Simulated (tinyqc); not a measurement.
Crystal pulling from the melt: segregation, interface stability, heat balance and point-defect regime: one step, computed by the program tinyqc. Command: `OMP_NUM_THREADS=1 python tinyqc.py 3017626 3017627 out.jsonl pull walk`. One thread of a shared host (Intel(R) Xeon(R) Processor @ 2.30GHz), about 0.01 s of CPU time with the checks.

A dilute solute; steady pulling with a flat interface unless it is found unstable.

Question. Boundary layer and effective coefficient. delta = 1.61 D^(1/3) nu^(1/6) omega^(-1/2), omega = 2 pi rpm/60; k_eff = k0/[k0 + (1 - k0) exp(-V delta/D)] (Burton, Prim and Slichter); the melt at the interface is enriched by k_eff/k0.

Inputs (values chosen for the exercise, modelled on boron in silicon):

| quantity | value | unit |
|---|---|---|
| equilibrium coefficient k0 | 0.77 | - |
| diffusivity in the melt D | 0.00014 | cm^2/s |
| kinematic viscosity nu | 0.0037 | cm^2/s |
| crystal rotation | 20 | rpm |
| pull rate V | 1.8 | mm/min |

Give: boundary layer delta; V delta/D; k_eff; enrichment at the interface.

Answer.

boundary layer delta = 227.2 micrometre

V delta/D = 0.4868

k_eff = 0.8449

enrichment at the interface = 1.097

k_eff has moved 32.6 % of the way from k0 to 1. A 10 % ripple of V gives striations of 0.76 % in C_s, since d ln k_eff/d ln V = (1 - k_eff) V delta/D.
